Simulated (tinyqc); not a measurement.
# Short-channel transistor, virtual-source model with series resistance, step by step

Program tinyqc, `OMP_NUM_THREADS=1 python tinyqc.py 2380172 2380173 out.jsonl`; Intel Xeon 2.30GHz, shared host, one thread, about 0.02 s. Printed values are rounded.

The current per gate width is the charge at the top of the source barrier (the virtual source) times its velocity times a saturation function; al and be are fitting constants of the model. Units: I in uA/um, Rs in ohm um, so I Rs = 1e-6 I Rs in volts; Q in uC/cm^2, so I = 1e-4 Q vx0 Fsat with vx0 in cm/s.

Parameters, values chosen for the exercise: temperature T = 300 K; inversion capacitance Cinv = 1.64 uF/cm^2; velocity at the virtual source vx0 = 1.85e7 cm/s; apparent mobility mu = 580 cm^2/(V s); channel length L = 12 nm; threshold at zero drain voltage VT0 = 0.296 V; drain-induced barrier lowering dl = 0.03 V/V; subthreshold factor n0 = 1.44; growth of n with drain voltage nd = 0 1/V; threshold shift (in units of Vt) from weak to strong inversion al = 3.5; sharpness of saturation be = 2; series resistance of each contact Rs = 30 ohm um; gate voltage Vgs = 0.5 V; drain voltage Vds = 0.05 V.

Constants: q = 1.602176634e-19 C, kB = 1.380649e-23 J/K, Vt = kB T/q. Results are converted to the units shown.

## Iteration 1: current through the series resistance

I at the start = 0 uA/um

Intrinsic voltages Vg' = Vgs - I Rs, Vd' = Vds - 2 I Rs. n = n0 + nd Vd', VT = VT0 - dl Vd', Ff = 1/(1 + exp((Vg' - VT + al Vt/2)/(al Vt))), Q = Cinv n Vt ln(1 + exp((Vg' - VT + al Vt Ff)/(n Vt))), Vdsat = (vx0 L/mu)(1 - Ff) + Vt Ff, Fsat = u/(1 + u^be)^(1/be) with u = Vd'/Vdsat, and I(out) = Q vx0 Fsat per width. (Fsat takes the sign of u.) I(new) = I(out).

Vg' = 0.5 V
Vd' = 0.05 V
VT = 0.2945 V
Ff = 0.0589021
Q = 0.345972 uC/cm^2
Vdsat = 0.0375441 V
Fsat = 0.799662
I(out) = 511.822 uA/um
I after iteration 1 = 511.822 uA/um

## Iteration 2: current through the series resistance

As before.

Vg' = 0.484645 V
Vd' = 0.0192907 V
VT = 0.295421 V
Ff = 0.0697011
Q = 0.320989 uC/cm^2
Vdsat = 0.0374099 V
Fsat = 0.458312
I(out) = 272.159 uA/um
I after iteration 2 = 272.159 uA/um

## Iteration 3: current through the series resistance

As before.

Vg' = 0.491835 V
Vd' = 0.0336704 V
VT = 0.294990 V
Ff = 0.0644335
Q = 0.332651 uC/cm^2
Vdsat = 0.0374753 V
Fsat = 0.668335
I(out) = 411.296 uA/um
I after iteration 3 = 411.296 uA/um

## Course of the iteration: current through the series resistance

Stop when I changes by less than 1e-7 uA/um, or after 80 iterations.

Course of the iteration:
```
iteration  I (uA/um)  |change| (uA/um)
1            511.822               512
2            272.159               240
3            411.296               139
4            337.759              73.5
5            378.939              41.2
6            356.554              22.4
7            368.930              12.4
8            362.150              6.78
9            365.883              3.73
...              ...               ...
31           364.561           7.14e-6
32           364.561           3.92e-6
33           364.561           2.16e-6
34           364.561           1.19e-6
35           364.561           6.52e-7
36           364.561           3.58e-7
37           364.561           1.97e-7
38           364.561           1.08e-7
39           364.561           5.95e-8
```

Converged in 39 iterations. At the end each change is about 0.55 times the one before, with alternating sign: linear convergence.

## What the series resistance costs

converged I = 364.561 uA/um
I0 = 511.822 uA/um

Intrinsic voltages Vg' = Vgs - I Rs, Vd' = Vds - 2 I Rs. n = n0 + nd Vd', VT = VT0 - dl Vd', Ff = 1/(1 + exp((Vg' - VT + al Vt/2)/(al Vt))), Q = Cinv n Vt ln(1 + exp((Vg' - VT + al Vt Ff)/(n Vt))), Vdsat = (vx0 L/mu)(1 - Ff) + Vt Ff, Fsat = u/(1 + u^be)^(1/be) with u = Vd'/Vdsat, and I = Q vx0 Fsat per width. I0 is the current for Rs = 0. Effective velocity I/Q; transit time L Q/I.

loss against I0 = 28.7719 %
effective velocity = 1.11097e7 cm/s
transit time = 0.108014 ps

The carriers leave the virtual source at 60.1 % of vx0: Vd' is not large against Vdsat.
